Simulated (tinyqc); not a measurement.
# A discretised effective-mass wire between two leads, recursive Green functions, step by step

Computed by the program tinyqc: `OMP_NUM_THREADS=1 python tinyqc.py 2660040 2660041 out.jsonl`, one thread of a shared Intel Xeon 2.30GHz, about 0.01 s for the whole run. Printed values are rounded.

Finite differences on a grid of step a give a chain with hopping -t, t = C/(m a^2), C = hbar^2/(2 m0), and site energies 2 t + U_i for the N = 7 sites of the device; the semi-infinite leads have site energy 2 t. Each slice is one site, and V = -t couples neighbouring slices.

Values chosen for this exercise:
```
symbol                              value  unit                                    meaning
m                                     0.2    m0                             effective mass
a                                    0.46    nm                                  grid step
U       [0.61, 0.61, 0, 0, 0, 0.61, 0.61]    eV              potential on the sites 1 to N
E                                   0.262    eV  energy above the band bottom of the leads
```

Constants: q = 1.602176634e-19 C, hbar = 1.054571817e-34 J s, h = 6.62607015e-34 J s, m0 = 9.1093837015e-31 kg, hbar^2/(2 m0) = 0.0380998212 eV nm^2. Results are converted to the units shown.

## Self-energy of the leads

Sigma = t^2 g(E - 2 t), g(x) = (x - i sqrt(4 t^2 - x^2))/(2 t^2) for |x| < 2 t and (x - sign(x) sqrt(x^2 - 4 t^2))/(2 t^2) otherwise; Gamma = i (Sigma - Sigma^dagger); both leads give the same.

t = 0.9002793 eV
Sigma = -0.7692793-0.4676667i eV
Gamma = 0.9353335 eV
open modes = 1

## Forward pass

Forward pass: g_1 = (E - H_1 - Sigma)^(-1), g_i = (E - H_i - V g_(i-1) V^dagger)^(-1), with Sigma also subtracted on the last slice; G_(i,1) = g_i V G_(i-1,1), starting from g_1. H_i is the block of slice i, its site energy.

| site | g_i (1/eV) | G_(i,1) of the forward pass (1/eV) |
|---|---|---|
| 1 | -0.650259-0.220481i | -0.650259-0.220481i |
| 2 | -0.609304-0.067149i | -0.343367-0.160253i |
| 3 | -0.954608-0.049730i | -0.287920-0.153097i |
| 4 | -1.303831-0.068710i | -0.328493-0.197517i |
| 5 | -2.048186-0.236743i | -0.563624-0.434222i |
| 6 | -1.773464-0.696612i | -0.627569-1.046759i |
| 7 | 0.054369-0.965675i | 0.940747-0.494358i |

## Transmission

G_(N,1) = 0.9407466-0.4943583i 1/eV

T(E) = Tr[Gamma G_(N,1) Gamma G_(N,1)^dagger]. Conductance (2 q^2/h) T(E).

T(E) = 0.9880491
conductance = 76.55495 uS

Inverting the whole matrix gives the same value.

## Backward pass

Backward pass: G_NN = g_N, G_ii = g_i + g_i V^dagger G_(i+1,i+1) V g_i; local density of states -Im G_ii/pi on each site.

| site | G_ii (1/eV) | local density of states (1/eV) |
|---|---|---|
| 1 | 0.05437-0.96567i | 0.307384 |
| 2 | 0.27763-2.66959i | 0.849758 |
| 3 | 0.98150-8.97418i | 2.856570 |
| 4 | 1.34799-12.25677i | 3.901452 |
| 5 | 0.98150-8.97418i | 2.856570 |
| 6 | 0.27763-2.66959i | 0.849758 |
| 7 | 0.05437-0.96567i | 0.307384 |

A site of an infinite clean chain has 1/(pi sqrt(4 t^2 - x^2)) = 0.340 1/eV at this energy (x counted from the band centre); the device goes from 0.307 (site 1) to 3.90 (site 4).

## States fed from the left, and the bond current

The full first column follows backwards from c_N = G_(N,1): c_i = G_(i,1)(forward) + g_i V^dagger c_(i+1). The density of states fed by the left lead is Gamma |c_i|^2/(2 pi), and the current on bond i is 2 t Gamma Im(c_(i+1) conj(c_i)) in units of T(E).

| site | c_i (1/eV) | density fed from the left (1/eV) |
|---|---|---|
| 1 | 0.054369-0.965675i | 0.139259 |
| 2 | 0.692425-1.507712i | 0.409767 |
| 3 | 1.598136-2.632550i | 1.411870 |
| 4 | 2.038756-2.991262i | 1.950726 |
| 5 | 1.886056-2.479454i | 1.444700 |
| 6 | 1.184474-1.246073i | 0.439991 |
| 7 | 0.940747-0.494358i | 0.168125 |

| bond | bond current |
|---|---|
| 1 | 0.9880491 |
| 2 | 0.9880491 |
| 3 | 0.9880491 |
| 4 | 0.9880491 |
| 5 | 0.9880491 |
| 6 | 0.9880491 |

The bond current is the same on every bond and equals T(E): the current is conserved.
